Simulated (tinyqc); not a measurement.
Inside a calculation. Method: sp3 tight binding, zinc-blende lattice. One step of it, computed by the program tinyqc.

Problem. Levels at k. Diagonalise the Hermitian matrix.

H(k) at k (eV):
```
                      a s                 a px                 a py                a pz
a s            -14.700000             0.000000             0.000000            0.000000
a px             0.000000            -7.540000             0.000000            0.000000
a py             0.000000             0.000000            -7.540000            0.000000
a pz             0.000000             0.000000             0.000000           -7.540000
c s   -4.011086+0.512239i  -2.227085+0.531198i  -0.898206+1.317094i  0.229870-5.146489i
c px   2.227085-0.531198i   1.547133-0.197578i  -0.292118+6.540149i  1.141439-1.673761i
c py   0.898206-1.317094i  -0.292118+6.540149i   1.547133-0.197578i  2.830175-0.675045i
c pz  -0.229870+5.146489i   1.141439-1.673761i   2.830175-0.675045i  1.547133-0.197578i

                      c s                 c px                 c py                 c pz
a s   -4.011086-0.512239i   2.227085+0.531198i   0.898206+1.317094i  -0.229870-5.146489i
a px  -2.227085-0.531198i   1.547133+0.197578i  -0.292118-6.540149i   1.141439+1.673761i
a py  -0.898206-1.317094i  -0.292118-6.540149i   1.547133+0.197578i   2.830175+0.675045i
a pz   0.229870+5.146489i   1.141439+1.673761i   2.830175+0.675045i   1.547133+0.197578i
c s            -14.700000             0.000000             0.000000             0.000000
c px             0.000000            -7.540000             0.000000             0.000000
c py             0.000000             0.000000            -7.540000             0.000000
c pz             0.000000             0.000000             0.000000            -7.540000
```

Give: eigenvalues; weights |c|^2 of the basis functions.

Solution.

eigenvalues (eV): -20.9619  -16.6298  -15.0282  -14.3532  -4.6934  -3.0587  -0.4032  0.4882

weights |c|^2 of the basis functions:
```
      band 1  band 2  band 3  band 4  band 5  band 6  band 7  band 8
a s   0.4332  0.2052  0.0286  0.0371  0.2303  0.0551  0.0021  0.0085
a px  0.0029  0.1165  0.2711  0.0713  0.0717  0.0451  0.1973  0.2240
a py  0.0072  0.0907  0.1471  0.2491  0.0081  0.0108  0.2944  0.1927
a pz  0.0567  0.0876  0.0533  0.1426  0.1899  0.3890  0.0061  0.0748
c s   0.4332  0.2052  0.0286  0.0371  0.2303  0.0551  0.0021  0.0085
c px  0.0029  0.1165  0.2711  0.0713  0.0717  0.0451  0.1973  0.2240
c py  0.0072  0.0907  0.1471  0.2491  0.0081  0.0108  0.2944  0.1927
c pz  0.0567  0.0876  0.0533  0.1426  0.1899  0.3890  0.0061  0.0748
```
